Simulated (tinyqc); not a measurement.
Voltage: WKB tunnelling through a gate dielectric with a two-band (Franz) dispersion.

At depth x the conduction edge lies u(x) = phi - V x/t above the electron. Parabolic: kappa = sqrt(m u/c). Franz: kappa = sqrt(m u (1 - u/Eg)/c), which vanishes at both band edges. c = hbar^2/2m0. T = exp(-2 integral of kappa dx) over the region u > 0; no image force, no prefactor, zero transverse momentum. The region ends at x_e = min(t, phi t/V); x_e < t is the Fowler-Nordheim regime.

Constants: hbar^2/2m0 = 3.80998211 eV angstrom^2.

Inputs chosen for the exercise (of the size used for HfO2 on silicon; not measured data):

| symbol | value | unit | meaning |
|---|---|---|---|
| Eg | 5.52 | eV | gap of the dielectric |
| phi | 1.43 | eV | barrier above the electron energy at the emitter |
| m | 0.21 | m0 | mass at the conduction edge |
| t | 60 | angstrom | thickness |

The same layer at other voltages.

Exponents 2 I and transmission:

| V (V) | shape | x_e (angstrom) | 2 I parabolic | 2 I Franz | T Franz |
|---|---|---|---|---|---|
| 0.25 | trapezoid | 60.00 | 32.171 | 28.105 | 6.23e-13 |
| 0.50 | trapezoid | 60.00 | 30.546 | 27.053 | 1.78e-12 |
| 1.00 | trapezoid | 60.00 | 26.822 | 24.322 | 2.74e-11 |
| 1.50 | triangle | 57.20 | 21.412 | 19.662 | 2.89e-09 |
| 2.00 | triangle | 42.90 | 16.059 | 14.746 | 3.94e-07 |
| 3.00 | triangle | 28.60 | 10.706 | 9.831 | 5.38e-05 |
| 4.00 | triangle | 21.45 | 8.029 | 7.373 | 0.000628 |
| 5.00 | triangle | 17.16 | 6.424 | 5.899 | 0.00274 |
| 6.00 | triangle | 14.30 | 5.353 | 4.915 | 0.00733 |

What does the comparison show?

While the barrier is a trapezoid T rises by a factor 43.9 from 0.25 to 1 V. Beyond V = phi = 1.43 V the path shortens and the exponent falls as 1/V: from 4 to 6 V it goes from 7.37 to 4.92, the ratio 0.667 = 4/6. The last row means 10.0 MV/cm; rows above about 7 MV/cm are past breakdown.

(tinyqc, `OMP_NUM_THREADS=1 python tinyqc.py 1452659 1452660 out.jsonl`, Intel(R) Xeon(R) Processor @ 2.30GHz, 1 thread, shared host, about 0.01 s.)
